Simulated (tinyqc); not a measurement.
Inside a calculation. Model: thin-body transistor below threshold, two-dimensional Poisson equation on a small mesh.

Program tinyqc, `OMP_NUM_THREADS=1 python tinyqc.py 2480033 2480034 out.jsonl`; Intel Xeon 2.30GHz, shared host, one thread, about 0.1 s. Printed values are rounded.

A thin body on a thick buried insulator of low permittivity, taken as carrying no normal field at the bottom of the body (row 0). Mobile charge is neglected (subthreshold), the body is fully depleted, and potentials are counted from the intrinsic level; rows run upward to the gate, columns from source to drain.

Parameters, values chosen for the exercise; semiconductor permittivity close to that of In0.53Ga0.47As: temperature T = 400 K; relative permittivity of the semiconductor eps_r = 13.8; relative permittivity of the insulator eox = 25; body thickness tb = 6 nm; insulator thickness tox = 5.5 nm; channel length L = 28 nm; acceptor density of the depleted body Na = 0 cm^-3; potential of the source Vbi = 0.58 V; gate offset Vfb = 0.15 V; gate voltage Vg = 0.1 V; drain voltage Vd = 0.7 V.

Constants: q = 1.602176634e-19 C, kB = 1.380649e-23 J/K, Vt = kB T/q, eps0 = 8.8541878128e-14 F/cm where lengths are in cm. Results are converted to the units shown.

## Coefficients of the five-point equations

Mesh: rows i = 0..3 in the semiconductor (step hs = tb/3, row 3 on the interface), then 1 step(s) ho = tox/1 up to the gate row 4; columns j = 0..6 (step hy = L/6). Box integration, divided by eps0: up_i = eps hy/h of the interval above row i, dn_i = that of the interval below (0 for row 0), lat_i = (sum of eps h/2 over the intervals above and below)/hy, s_i = -q Na w_i hy/eps0 with w_i the semiconductor height of the box (hs/2 for row 0 and the interface row, hs between, 0 in the insulator). Each free node obeys (up + dn + 2 lat) psi = up psi(above) + dn psi(below) + lat [psi(left) + psi(right)] + s.

| row | up | dn | lat | s (V) |
|---|---|---|---|---|
| 0 | 32.2 | 0 | 2.95714 | 0 |
| 1 | 32.2 | 32.2 | 5.91429 | 0 |
| 2 | 32.2 | 32.2 | 5.91429 | 0 |
| 3 | 21.2121 | 32.2 | 17.6893 | 0 |

## Iteration 1: over-relaxation sweep (omega = 1.4)

psi at the start (fixed values on the edges, free nodes at the gate value) (V):

|  | j=0 | j=1 | j=2 | j=3 | j=4 | j=5 | j=6 |
|---|---|---|---|---|---|---|---|
| row 0 | 0.58000 | -0.05000 | -0.05000 | -0.05000 | -0.05000 | -0.05000 | 1.28000 |
| row 1 | 0.58000 | -0.05000 | -0.05000 | -0.05000 | -0.05000 | -0.05000 | 1.28000 |
| row 2 | 0.58000 | -0.05000 | -0.05000 | -0.05000 | -0.05000 | -0.05000 | 1.28000 |
| row 3 | 0.58000 | -0.05000 | -0.05000 | -0.05000 | -0.05000 | -0.05000 | 1.28000 |
| row 4 | -0.05000 | -0.05000 | -0.05000 | -0.05000 | -0.05000 | -0.05000 | -0.05000 |

Free nodes: rows 0..3, columns 1..5, taken row by row from row 0, left to right. t = (up psi(above) + dn psi(below) + lat [psi(left) + psi(right)] + s)/(up + dn + 2 lat), with the newest neighbours; psi(new) = psi + 1.4 (t - psi).

psi after iteration 1 (V):

|  | j=0 | j=1 | j=2 | j=3 | j=4 | j=5 | j=6 |
|---|---|---|---|---|---|---|---|
| row 0 | 0.58000 | 0.01843 | -0.04257 | -0.04919 | -0.04991 | 0.09448 | 1.28000 |
| row 1 | 0.58000 | 0.05890 | -0.03378 | -0.04776 | -0.04970 | 0.17994 | 1.28000 |
| row 2 | 0.58000 | 0.08283 | -0.02598 | -0.04607 | -0.04940 | 0.23051 | 1.28000 |
| row 3 | 0.58000 | 0.19316 | 0.03002 | -0.02568 | -0.04291 | 0.46535 | 1.28000 |
| row 4 | -0.05000 | -0.05000 | -0.05000 | -0.05000 | -0.05000 | -0.05000 | -0.05000 |

## Iteration 2: over-relaxation sweep (omega = 1.4)

As before.

psi after iteration 2 (V):

|  | j=0 | j=1 | j=2 | j=3 | j=4 | j=5 | j=6 |
|---|---|---|---|---|---|---|---|
| row 0 | 0.58000 | 0.12067 | -0.01516 | -0.04388 | -0.03333 | 0.31045 | 1.28000 |
| row 1 | 0.58000 | 0.15612 | 0.00095 | -0.03938 | -0.01377 | 0.38547 | 1.28000 |
| row 2 | 0.58000 | 0.23360 | 0.04908 | -0.02009 | 0.00909 | 0.55098 | 1.28000 |
| row 3 | 0.58000 | 0.19476 | 0.04334 | -0.01653 | 0.13024 | 0.47021 | 1.28000 |
| row 4 | -0.05000 | -0.05000 | -0.05000 | -0.05000 | -0.05000 | -0.05000 | -0.05000 |

## Course of the iteration: over-relaxation sweep (omega = 1.4)

Stop when the largest change of psi is below 1e-7 V, or after 400 iterations. Fixed values: gate row Vg - Vfb; column 0 at Vbi and the last column at Vbi + Vd in the semiconductor, each running linearly to Vg - Vfb across the insulator.

Course of the iteration:

| iteration | psi at row 0, j = 3 (V) | largest \|change\| of one entry (V) |
|---|---|---|
| 1 | -0.0491926 | 0.515 |
| 2 | -0.0438797 | 0.320 |
| 3 | -0.0300528 | 0.213 |
| 4 | 0.0158448 | 0.197 |
| 5 | 0.0575270 | 0.163 |
| 6 | 0.140273 | 0.0827 |
| 7 | 0.180427 | 0.0402 |
| 8 | 0.203631 | 0.0236 |
| 9 | 0.218971 | 0.0169 |
| ... | ... | ... |
| 26 | 0.241598 | 4.43e-6 |
| 27 | 0.241601 | 2.73e-6 |
| 28 | 0.241602 | 1.69e-6 |
| 29 | 0.241603 | 1.04e-6 |
| 30 | 0.241604 | 6.44e-7 |
| 31 | 0.241604 | 3.97e-7 |
| 32 | 0.241604 | 2.45e-7 |
| 33 | 0.241605 | 1.52e-7 |
| 34 | 0.241605 | 9.36e-8 |

Converged in 34 iterations. At the end each change is about 0.62 times the one before: linear convergence.

## Barrier, swing and barrier lowering

converged psi (V):

|  | j=0 | j=1 | j=2 | j=3 | j=4 | j=5 | j=6 |
|---|---|---|---|---|---|---|---|
| row 0 | 0.58000 | 0.34738 | 0.23175 | 0.24160 | 0.39114 | 0.72784 | 1.28000 |
| row 1 | 0.58000 | 0.33664 | 0.22023 | 0.22878 | 0.37395 | 0.70806 | 1.28000 |
| row 2 | 0.58000 | 0.30257 | 0.18576 | 0.19085 | 0.32206 | 0.64458 | 1.28000 |
| row 3 | 0.58000 | 0.23901 | 0.12889 | 0.12977 | 0.23503 | 0.52364 | 1.28000 |
| row 4 | -0.05000 | -0.05000 | -0.05000 | -0.05000 | -0.05000 | -0.05000 | -0.05000 |

d psi/dVg on row 0: j=0 0.000000, j=1 0.400396, j=2 0.631177, j=3 0.702444, j=4 0.631177, j=5 0.400396, j=6 0.000000
d psi/dVd on row 0: j=0 0.00000, j=1 0.02804, j=2 0.07057, j=3 0.14878, j=4 0.29826, j=5 0.57156, j=6 1.00000

The barrier is read along row 0, the path farthest from the gate. Take the node j of lowest psi: barrier Vbi - psi_j; swing Vt ln 10/(d psi_j/dVg); DIBL = (d psi_j/dVd)/(d psi_j/dVg). The derivatives solve the same equations with s = 0 and a unit change of that voltage.

j = 2
barrier = 0.348246 V
swing = 125.747 mV/decade
DIBL = 111.800 mV/V

A mesh of 12, 8 and 80 steps (semiconductor, insulator, channel) gives a barrier of 0.396 V, a swing of 110 mV a decade and a DIBL of 118 mV/V; the small mesh puts the barrier 12 % below that.
